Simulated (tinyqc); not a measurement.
What moves the results: six-band Luttinger-Kohn model with strain. A value that a table varies takes the place of the one given here.

Six-band Luttinger-Kohn model in the basis |3/2,3/2>, |3/2,1/2>, |3/2,-1/2>, |3/2,-3/2>, |1/2,1/2>, |1/2,-1/2>, electron energies, zero at the top of the unstrained valence band. H = -[rows: (P+Q, -S, R, 0, -S/r2, r2 R); (-S*, P-Q, 0, R, -r2 Q, r32 S); (R*, 0, P-Q, S, r32 S*, r2 Q); (0, R*, S*, P+Q, -r2 R*, -S*/r2); (-S*/r2, -r2 Q, r32 S, -r2 R, P+Dso, 0); (r2 R*, r32 S*, r2 Q, -S/r2, 0, P+Dso)], r2 = sqrt(2), r32 = sqrt(3/2). Levels are twofold.

P = c g1 k^2 - av tr(e); Q = c g2 (kx^2 + ky^2 - 2 kz^2) - (b/2)(exx + eyy - 2 ezz); R = c sqrt3 [-g2 (kx^2 - ky^2) + 2i g3 kx ky] + (sqrt3/2) b (exx - eyy) - i d exy; S = 2 c sqrt3 g3 (kx - i ky) kz - d (exz - i eyz); c = hbar^2/2m0, e the strain tensor (not engineering shear).

s11 = (C11 + C12)/((C11 - C12)(C11 + 2 C12)), s12 = -C12/((C11 - C12)(C11 + 2 C12)), s44 = 1/C44; exx = s11 sxx + s12 (syy + szz) and cyclic, exy = s44 sxy/2; tension is positive. A uniaxial stress X along the unit vector n is s_ij = X n_i n_j.

Constants: hbar^2/2m0 = 3.80998211 eV angstrom^2.

Values chosen for the exercise (near those of AlAs; not measured data):
```
symbol  value           unit  meaning
Dso     0.287           eV    spin-orbit splitting
g1      3.75                  Luttinger gamma1
g2      0.82                  gamma2
g3      1.42                  gamma3
av      2.45            eV    valence hydrostatic potential
b       -2.34           eV    tetragonal shear potential
d       -3.46           eV    trigonal shear potential
C11     121.3           GPa
C12     53.4            GPa
C44     55.4            GPa
load    uniaxial [001]        kind of stress
X1      1.7             GPa   size of the stress
E_h     60              meV   hole energy below the top
X       2.09            GPa   stress
```

## Sweep of a uniaxial [001] stress

Edges at k = 0 and curvature masses of the top pair along [110] and [001] (step 0.0002 1/angstrom); at zero stress the top is fourfold and has no single curvature.

Edges and masses:
```
X (GPa)  top (eV)  second (eV)  third (eV)  splitting (meV)  m [110]  m [001]
-3.00      0.1199      -0.1356     -0.3679            255.5    0.432    0.151
-2.00      0.0724      -0.0904     -0.3334            162.8    0.413    0.156
-1.00      0.0309      -0.0452     -0.3050             76.2    0.383    0.166
0.00       0.0000       0.0000     -0.2870              0.0        -        -
1.00       0.0452      -0.0146     -0.2853             59.8    0.219    0.474
2.00       0.0904      -0.0102     -0.3027            100.6    0.219    0.474
3.00       0.1356       0.0097     -0.3356            125.9    0.219    0.474
```

The splitting reaches 255.5 meV under compression and 125.9 meV under the same tension; linear shear terms alone would make the two equal, and the difference comes from the coupling to the split-off band. At the ends of the sweep the top pair has a mass along [110] of 0.432 under compression and 0.219 under tension, so tension gives the lighter holes along [110]; along [001] it has 0.151 and 0.474. The top edge itself moves by +120 and +136 meV. The ends of the sweep mean strains up to 3.4 %, beyond the range of linear deformation potentials.

## Which stress helps holes along [110]

Each load has size X1 (biaxial: sxx = syy); masses are curvatures of the top pair at k = 0.

Results:
```
load                         splitting (meV)  top edge (meV)  m [110]  m [001]
uniaxial [110], compression             84.4            28.9    0.140    0.419
uniaxial [110], tension                 71.8            59.9    0.607    0.184
uniaxial [100], compression            136.0            59.2    0.228    0.405
uniaxial [100], tension                 90.3            76.8    0.299    0.219
uniaxial [111], compression             67.1            18.2    0.176    0.267
uniaxial [111], tension                 54.2            48.9    0.429    0.267
biaxial (001), compression              90.3            22.1    0.219    0.474
biaxial (001), tension                 136.0           113.9    0.405    0.158
```

The lightest mass along [110] (0.140) comes with uniaxial [110], compression. The largest splitting (136.0 meV) comes with uniaxial [100], compression; biaxial (001), tension. The heaviest mass along [001] (0.474), which lowers the confinement energy in a (001) channel, comes with biaxial (001), compression. The splitting per GPa follows b (s11 - s12) for loads along cube axes and d s44 for [111]: here 2 |b| (s11 - s12) = 68.9 and |d| s44/sqrt3 = 36.1 meV per GPa in the limit of large Dso; where the splitting nears Dso, mixing with the split-off band makes it depend on the sign of the load.

## Warping of the constant-energy contours (six-band Luttinger-Kohn model)

No strain (e = 0). In the plane kz = 0, |k| where the top and second pairs lie E_h below the top, against the angle from [100]; m = c k^2/E_h.

Contours:
```
angle (degrees)  k top (1/angstrom)  k second (1/angstrom)  m top (m0)  m second (m0)
0                            0.0864                 0.0553       0.474          0.194
9                            0.0889                 0.0548       0.501          0.191
18                           0.0961                 0.0538       0.587          0.184
27                           0.1079                 0.0527       0.740          0.177
36                           0.1227                 0.0520       0.956          0.172
45                           0.1311                 0.0518       1.091          0.170
```

The heavy contour reaches 1.517 times as far along [110] as along [100], the light one 0.937 times. The warping follows g3 - g2 = 0.60 and would vanish for g2 = g3. Along [100] the heavy mass is 1/(g1 - 2 g2) = 0.474 at any energy, while the light one is 0.1938, against 1/(g1 + 2 g2) = 0.1855 at the edge, for E_h/Dso = 0.21.

## What each parameter does

Edges at k = 0 under a uniaxial [001] stress X and the curvature mass of the top pair along [110] (step 0.0002 1/angstrom). Each row changes one parameter from the base and keeps the others.

Results:
```
case             top (eV)  second (eV)  third (eV)  mass (m0)
base               0.0945      -0.0090     -0.3051      0.219
C44 = 66.48 GPa    0.0945      -0.0090     -0.3051      0.219
d = -4.152 eV      0.0945      -0.0090     -0.3051      0.219
g2 = 0.656         0.0945      -0.0090     -0.3051      0.227
g1 = 3             0.0945      -0.0090     -0.3051      0.262
C11 = 97.04 GPa    0.1372       0.0066     -0.3554      0.219
X = 2.508 GPa      0.1134      -0.0017     -0.3179      0.219
C12 = 64.08 GPa    0.1060      -0.0083     -0.3231      0.219
```

The largest shifts from the base row, up to three for each result and ties (the steps differ in size, so this ranks the rows, not the parameters). top (eV): C11 +0.0427, X +0.0189, C12 +0.0115; unchanged at the printed digits by C44, d, g2 and g1. second (eV): C11 +0.0156, X +0.0073, C12 +0.0006; unchanged at the printed digits by C44, d, g2 and g1. third (eV): C11 -0.0503, C12 -0.0179, X -0.0127; unchanged at the printed digits by C44, d, g2 and g1. mass (m0): g1 +0.043, g2 +0.008; unchanged at the printed digits by C44, d, C11, X and C12. The Luttinger parameters multiply k^2 and cannot move the edges; av shifts all edges alike and leaves the mass.

tinyqc: `OMP_NUM_THREADS=1 python tinyqc.py 1051196 1051197 out.jsonl`; about 0.07 s, one thread, shared Intel(R) Xeon(R) Processor @ 2.30GHz.
